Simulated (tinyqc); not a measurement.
What each parameter does: model-solid line-up of a strained alloy layer on a substrate.

All values of the alloy are linear in x but the gap, Eg(x) = (1 - x) Eg_A + x Eg_B - C x (1 - x), and the valence edge, Ev(x) = (1 - x) Ev_A + x Ev_B + fv C x (1 - x); Ec = Ev + Eg. Ev is the top of the unstrained valence band on a scale common to all materials. In the layer only the Gamma valley of the conduction band is followed, also where an X or L valley would lie lower.

Coherent growth on a (001) face: e_par = (a_s - a)/a, e_perp = -2 (C12/C11) e_par; exx = eyy = e_par, ezz = e_perp, no shear.

Strained edges: Ec + ac tr(e); the valence edges are Ev plus the levels of the 6 x 6 matrix of X, Y, Z times spin with -Dso/3 + l exx + m (eyy + ezz) on the diagonal (cyclic), n exy off it, l = av + 2 b, m = av - b, n = sqrt(3) d. Spin-orbit term (Dso/3) L.sigma on X, Y, Z with (L_k)_ij = -i epsilon_kij: <X+|H|Y+> = -i Dso/3, <X+|H|Z-> = Dso/3, <Y+|H|Z-> = -i Dso/3, <Z+|H|X-> = -Dso/3, <Z+|H|Y-> = i Dso/3, <X-|H|Y-> = i Dso/3, and their conjugates; + and - are the spin along z.

dEc = Ec(substrate) - Ec(layer), dEv = Ev(layer) - Ev(substrate); positive values confine the carrier in the layer. Type I: both of one sign; type II: opposite signs; type III: the gaps do not overlap.

Parameters, chosen for this exercise (A near GaAs, B near InAs, substrate near InP; the results hold for these values, not for the real material): a = (5.661, 6.058) angstrom (lattice constant of A, B); Eg = (1.5, 0.412) eV (gap at Gamma to the s-like level of A, B); Dso = (0.341, 0.393) eV (spin-orbit splitting of A, B); Ev = (-0.8, -0.59) eV (top of the unstrained valence band of A, B); ac = (-7.1, -5.1) eV (conduction deformation potential of A, B); av = (1.17, 1.01) eV (valence hydrostatic potential of A, B); b = (-1.98, -1.8) eV (tetragonal shear potential of A, B); d = (-4.83, -3.6) eV (trigonal shear potential of A, B); C11 = (123.8, 84) GPa (of A, B); C12 = (57.1, 45.9) GPa (of A, B); C44 = (59.3, 39.3) GPa (of A, B); C = 0.39 eV (bowing of the gap); fv = 0 (share of the bowing taken by the valence edge); a_s = 5.866 angstrom (substrate); Eg_s = 1.428 eV (lowest gap of the substrate); Ev_s = -0.95 eV (substrate valence edge); face = 001 (growth face); x = 0.4 (fraction of B).

Strained gap, valence splitting and offsets.

Results for these values:

| case | gap (eV) | splitting (meV) | dEc (eV) | dEv (eV) |
|---|---|---|---|---|
| base | 0.8765 | 64.4 | 0.2740 | 0.2774 |

What happens to each result for x = 0.42, all else kept?

Answer: gap falls from 0.8765 to 0.8708; splitting falls from 64.4 to 52.6; dEc rises from 0.2740 to 0.2837; dEv falls from 0.2774 to 0.2735.

The same for each parameter in turn:

| case | gap (eV) | splitting (meV) | dEc (eV) | dEv (eV) |
|---|---|---|---|---|
| base | 0.8765 | 64.4 | 0.2740 | 0.2774 |
| x = 0.42 | 0.8708 | 52.6 | 0.2837 | 0.2735 |
| a_s = 5.846 angstrom | 0.9186 | 35.5 | 0.2519 | 0.2576 |
| C = 0.49 eV | 0.8525 | 64.4 | 0.2980 | 0.2774 |
| fv = 0.2 | 0.8765 | 64.4 | 0.2553 | 0.2962 |
| Ev_s = -0.9 eV | 0.8765 | 64.4 | 0.3240 | 0.2274 |
| d = (-5.554, -4.14) eV | 0.8765 | 64.4 | 0.2740 | 0.2774 |
| Dso = (0.392, 0.452) eV | 0.8771 | 63.8 | 0.2740 | 0.2769 |
| C12 = (65.665, 52.785) GPa | 0.8823 | 69.5 | 0.2667 | 0.2790 |

tinyqc: `OMP_NUM_THREADS=1 python tinyqc.py 1081433 1081434 out.jsonl`; about 0.02 s, one thread, shared Intel(R) Xeon(R) Processor @ 2.30GHz.
